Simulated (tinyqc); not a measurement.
Off-state leakage of single and stacked transistors: two steps of the calculation.

n-channel devices of unit width. Subthreshold current I(Vg, Vs, Vd) = I0 (T/300 K)^0.5 exp[(Vg - Vs - VT(T) - gb (Vs - Vb) + dd (Vd - Vs))/(nf Vt)] (1 - exp(-(Vd - Vs)/Vt)), VT(T) = VT - cT (T - 300 K). Gate-edge tunnelling Ig (Vd/1 V) exp(ag (Vd - 1 V)), for a gate at 0 V, and band-to-band leakage Ab u exp(-Bb/u), u = Vd - Vb + 1 V, flow at a drain held at V; both are taken as independent of T. In a stack of off transistors (all gates at 0 V) the same subthreshold current passes through each.

Parameters, values chosen for the exercise; values of the order met in bulk silicon logic transistors: temperature T = 398 K; supply voltage V = 0.9 V; threshold at 300 K, zero drain and body bias VT = 0.28 V; fall of the threshold with temperature cT = 0.9 mV/K; current at threshold at 300 K I0 = 0.29 uA/um; slope factor nf = 1.27; drain-induced lowering per volt dd = 0.04; rise of the threshold per volt of source-body bias gb = 0.22; gate-edge tunnelling current at 1 V Ig = 3e-6 uA/um; exponential slope of the gate current ag = 3.8 1/V; prefactor of band-to-band leakage at the drain Ab = 200 uA/(um V); its exponential voltage Bb = 26 V; body voltage Vb = -0.6 V.

Constants: q = 1.602176634e-19 C, kB = 1.380649e-23 J/K, Vt = kB T/q. Results are converted to the units shown.

Problem 1. Leakage of one transistor. Vg = Vs = 0, Vd = V; effective threshold VT(T) - gb Vb - dd V.

Wanted: effective threshold; parts; total; shares.

Solution 1.

effective threshold = 0.28780 V
parts (nA/um): subthreshold 0.45104, gate edge 0.0018464, band-to-band 15.216
total = 15.669 nA/um
shares (%): subthreshold 2.8785, gate edge 0.011784, band-to-band 97.110

The band-to-band part is the largest.

Problem 2. New Vx. Stack of two, Vx the node between them: I_low = I(0, 0, Vx), I_up = I(0, Vx, V), f = ln(I_up/I_low), f' = -(1 + gb + 2 dd)/(nf Vt) - 1/(Vt (exp(Vx/Vt) - 1)) - 1/(Vt (exp((V - Vx)/Vt) - 1)), Vx(new) = Vx - f/f'.

Vx after iteration 1 = 0.038846468 V

Find: I_low; I_up; f; f'; Vx after iteration 2.

Solution 2.

I_low = 0.1386 nA/um
I_up = 0.1466 nA/um
f = 0.05597
f' = -43.70 1/V
Vx after iteration 2 = 0.04013 V

Computed by the program tinyqc: `OMP_NUM_THREADS=1 python tinyqc.py 2242090 2242091 out.jsonl`, one thread of a shared Intel Xeon 2.30GHz, about 0.04 s for the whole run.
